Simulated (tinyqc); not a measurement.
# Changing the Mott potential V

Model: Cabrera-Mott growth of a thin oxide under its own electric field. Computed by tinyqc, a small Python program. Command: `OMP_NUM_THREADS=1 python tinyqc.py 3003513 3003514 out.jsonl cabrera sweep`. One thread of a shared host (Intel(R) Xeon(R) Processor @ 2.30GHz), about 0.02 s of CPU time with the checks.

Electrons cross the film freely and set a fixed potential V across it; the field V/x lowers the barrier for ions entering the oxide.

Inputs (values chosen for the exercise, for a model metal):
```
quantity                     value        unit
barrier W                     1.12          eV
ion charge number z              1           -
half jump distance b             2    angstrom
prefactor u0 = N Omega nu  5.9e+13  angstrom/s
temperature T                  350           K
starting thickness x0          5.1    angstrom
time t                        4500           s
```

Backward hops: kept.

Constants: k_B = 8.617333262e-05 eV/K.

Method. u = u0 exp(-W/(k_B T)), X1 = z b V/(k_B T) with V in volts and k_B T in eV; dx/dt = 2 u sinh(X1/x). t(x) = int_(x0)^x dx / (dx/dt) by Gauss-Legendre quadrature (80 points on each side of (x0 + 2 x)/3), solved for x.

One run for each value:
```
Mott potential V (V)  thickness x (angstrom)  field at time t (MV/cm)  rate at time t (angstrom/s)
0.40                                   49.93                   0.8011                     0.004899
0.65                                   65.76                   0.9885                     0.006192
0.90                                   79.49                   1.1322                     0.007247
1.10                                   89.56                   1.2283                     0.007989
1.40                                  103.60                   1.3513                     0.008986
1.60                                  112.44                   1.4230                     0.009595
1.90                                  125.08                   1.5190                     0.010443
2.10                                  133.18                   1.5768                     0.010975
2.40                                  144.91                   1.6561                     0.011730
```

What does the table show?

Over the rows, thickness x (angstrom) rises from 49.9 to 145 (exponent d ln y / d ln x 0.57 between the first rows and 0.63 between the last); field at time t (MV/cm) rises from 0.801 to 1.66 (exponent d ln y / d ln x 0.43 between the first rows and 0.37 between the last); rate at time t (angstrom/s) rises from 0.00490 to 0.0117 (exponent d ln y / d ln x about 0.49 throughout).

Caution (rows 0.900, 1.10, 1.40, 1.60, 1.90, 2.10, 2.40): the starting field or rate is formal: the first layers form as fast as oxygen arrives. Caution (rows 1.40, 1.60, 1.90, 2.10, 2.40): electrons tunnel only through a few nanometres, so beyond about 10 nm a fixed Mott potential is doubtful.
